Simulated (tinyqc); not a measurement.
Thermal and gravitational stress in a wafer during furnace and rapid thermal processing, and the onset of slip: one step, computed by the program tinyqc. Command: `OMP_NUM_THREADS=1 python tinyqc.py 3025185 3025186 out.jsonl slip walk`. One thread of a shared host (Intel(R) Xeon(R) Processor @ 2.30GHz), about 0.01 s of CPU time with the checks.

A thin free disc in plane stress, isotropic; T(r) = T_centre + dT (r/R)^n with n = 2. Stress is positive in tension; sigma_SB = 5.670374419e-8 W/(m^2 K^4), g = 9.80665 m/s^2.

Task: Thermal stress. With x = r/R: s_rr = alpha E dT (1 - x^n)/(n + 2), s_tt = alpha E dT [1 - (n + 1) x^n]/(n + 2).

Inputs (values chosen for the exercise, modelled on silicon): Young's modulus E = 151 GPa; expansion alpha = 4.5 1e-6/K; edge less centre temperature dT = 17 K.

Temperature profile: parabolic.

Give: Temperature and stresses at r/R = 0, 0.3, 0.5, 0.7, 0.8, 0.9, 0.95, 1; hoop stress at the edge; r/R where s_tt = 0.

Result:

Temperature and stresses at r/R = 0, 0.3, 0.5, 0.7, 0.8, 0.9, 0.95, 1:
```
r/R   T - T_centre (K)  s_rr (MPa)  s_tt (MPa)
0.00            0.0000       2.888       2.888
0.30            1.5300       2.628       2.108
0.50            4.2500       2.166       0.722
0.70            8.3300       1.473      -1.357
0.80           10.8800       1.040      -2.657
0.90           13.7700       0.549      -4.130
0.95           15.3425       0.282      -4.931
1.00           17.0000       0.000      -5.776
```

hoop stress at the edge = -5.77575 MPa

r/R where s_tt = 0 = 0.5774

The hot edge is squeezed; the edge stress is n times that at the centre in size.
